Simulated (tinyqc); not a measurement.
What each parameter does: valley splitting of a silicon quantum well in envelope theory.

The well lies at 0 < z < L; U(z) = V0 [1/(1 + exp(z/w)) + 1/(1 + exp((L - z)/w))] - e F z, 1 mV/nm = 1e-4 eV/angstrom. The envelope psi solves -(c/ml) psi'' + U psi = E psi, c = hbar^2/2m0, by three-point differences on a grid of 0.1 angstrom from -40 to L + 40 angstrom. The two valleys at +/- k0 couple through D = C0 times the integral of exp(-i q z) U(z) psi^2, q = 2 k0 (2 pi/a), and split by Ev = 2|D|.

Random alloy: with Y(z) = Yw + (Yb - Yw) B(z), B the bracket in U, and in-plane density exp(-r^2/ad^2)/(pi ad^2), D gains a random complex part of variance sigma^2 = (C0^2/pi)(a^2 V0/(8 ad (Yb - Yw)))^2 (4/a) times the integral of psi^4 Y (1 - Y). Alone it gives a mean splitting sqrt(pi) sigma; together with the smooth part the rms splitting is 2 sqrt(|D|^2 + sigma^2).

Constants: hbar^2/2m0 = 3.80998211 eV angstrom^2.

Values chosen for the exercise (near those of a strained Si well in SiGe; the results hold for these values, not for the real material): L = 74 angstrom (well width); V0 = 0.19 eV (conduction offset); ml = 0.934 m0 (mass along z); w = 0.9 angstrom (interface width parameter); F = 9.6 mV/nm (field pressing towards the upper interface); k0 = 0.843 2 pi/a (valley position); a = 5.431 angstrom (lattice constant); C0 = 0.254 (Bloch overlap factor); Yb = 0.29 (Ge share of the barrier); Yw = 0.02 (Ge share of the well); ad = 160 angstrom (dot radius).

Orbital spacing, psi^2 at z = L, the smooth splitting and sigma; V0 is held fixed when Yw changes. Each row changes one parameter from the base and keeps the others.

Results:
```
case               E2 - E1 (meV)  psi^2(L) (1e-3/angstrom)  2|D| (micro-eV)  sigma (micro-eV)
base                       27.94                     4.577            11.60              45.1
ad = 200 angstrom          27.94                     4.577            11.60              36.1
Yw = 0.05                  27.94                     4.577            11.60              78.4
L = 80 angstrom            27.42                     4.570            11.57              45.1
V0 = 0.237 eV              28.14                     3.564            11.61              56.2
w = 1.17 angstrom          27.97                     4.334             2.97              45.2
F = 14.4 mV/nm             35.45                     6.928            17.58              48.6
k0 = 0.823 2 pi/a          27.94                     4.577            13.17              45.1
C0 = 0.305                 27.94                     4.577            13.92              54.2
```

The largest shifts from the base row, up to three for each result and ties (the steps differ in size, so this ranks the rows, not the parameters). E2 - E1 (meV): F +7.51, L -0.51, V0 +0.20; unchanged at the printed digits by ad, Yw, k0 and C0. psi^2(L) (1e-3/angstrom): F +2.351, V0 -1.013, w -0.244; unchanged at the printed digits by ad, Yw, k0 and C0. 2|D| (micro-eV): w -8.63, F +5.98, C0 +2.33; unchanged at the printed digits by ad and Yw. sigma (micro-eV): Yw +33.3, V0 +11.0, C0 +9.1; unchanged at the printed digits by L and k0.

tinyqc: `OMP_NUM_THREADS=1 python tinyqc.py 1250604 1250605 out.jsonl`; about 0.09 s, one thread, shared Intel(R) Xeon(R) Processor @ 2.30GHz.
